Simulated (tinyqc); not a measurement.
# Five-frequency model of solute diffusion by vacancies in an fcc metal, step by step

A worked calculation. Computed by tinyqc, a small Python program that keeps every step. Command: `OMP_NUM_THREADS=1 python tinyqc.py 3016732 3016733 out.jsonl fivefreq walk`. One thread of a shared host (Intel(R) Xeon(R) Processor @ 2.30GHz), about 0.08 s of CPU time with the checks. Intermediate numbers are printed to about 5 digits and carried at full precision; extremes and crossings named in words are read from the listed rows.

A vacancy next to the solute exchanges with it (w2), jumps to one of 4 sites that also neighbour the solute (w1) or to one of 7 that do not (w3); w4 is the reverse of w3 and w0 the host jump.

Inputs (values chosen for the exercise, for a model solute in a host close to silver):
```
quantity,value,unit
barrier E0 (host jump),0.68,eV
barrier E1 (vacancy circles the solute),0.626,eV
barrier E2 (exchange),0.596,eV
barrier E3 (dissociation),0.716,eV
binding energy E_b (positive for attraction),0.0028,eV
vacancy formation energy E_f,1.14,eV
formation entropy S_f,1.2,k_B
attempt frequency nu,6.9,THz
lattice constant a,4.09,angstrom
temperature T,580,K
```

Constants: k_B = 8.617333262e-05 eV/K.

## Jump rates

w_i = nu exp(-E_i/(k_B T)); detailed balance gives E4 = E3 - E_b.

rates (1/s): w0 8.5142e+06, w1 2.5082e+07, w2 4.5713e+07, w3 4.1431e+06, w4 4.3819e+06

## Correlation factor

Manning: with y = w4/w0, 7F = 7 - (10 y^4 + 180.5 y^3 + 927 y^2 + 1341 y)/(2 y^4 + 40.2 y^3 + 254 y^2 + 597 y + 436); f2 = (2 w1 + 7F w3)/(2 w2 + 2 w1 + 7F w3). The mean cosine between successive solute jumps follows from f2 = (1 + c)/(1 - c).

y = w4/w0 = 0.51465

7F = 5.8225

correlation factor f2 = 0.44829

mean cosine c = -0.38094

For a tracer of the host all rates are equal and f = 0.7815; here f2 is below that.

## Diffusivities

c_v = exp(S_f - E_f/(k_B T)); host D0 = a^2 c_v w0 x 0.7815; solute D2 = a^2 c_v exp(E_b/(k_B T)) w2 f2; 1 angstrom^2 = 1e-16 cm^2.

vacancy fraction c_v = 4.1246e-10

host diffusivity D0 = 4.5909e-18 cm^2/s

solute diffusivity D2 = 1.4954e-17 cm^2/s

ratio D2/D0 = 3.2573

The ratio splits into binding 1.06, exchange rate 5.37 and correlation 0.574.

## Solute against host over temperature

The formulas are those given above.

Diffusion:
```
T (K),f2,D0 (cm^2/s),D2 (cm^2/s),D2/D0
377,0.32118,1.4009e-26,8.3288e-26,5.9452
435,0.36365,2.4570e-23,1.1582e-22,4.7140
493,0.40092,7.4321e-21,2.9415e-20,3.9578
580,0.44829,4.5909e-18,1.4954e-17,3.2573
667,0.48703,5.3047e-16,1.4967e-15,2.8215
754,0.51885,2.0483e-14,5.1723e-14,2.5252
841,0.54519,3.7140e-13,8.5826e-13,2.3109
```

The apparent activation energy of D2 is 1.763 eV between the coldest rows and 1.764 eV between the hottest; without correlation it would be E_f - E_b + E2 = 1.733 eV, and the host has 1.820 eV.

Checks made by the program: Manning formula against a solved vacancy walk within 5 nearest-neighbour distances (relative difference 1e-03).
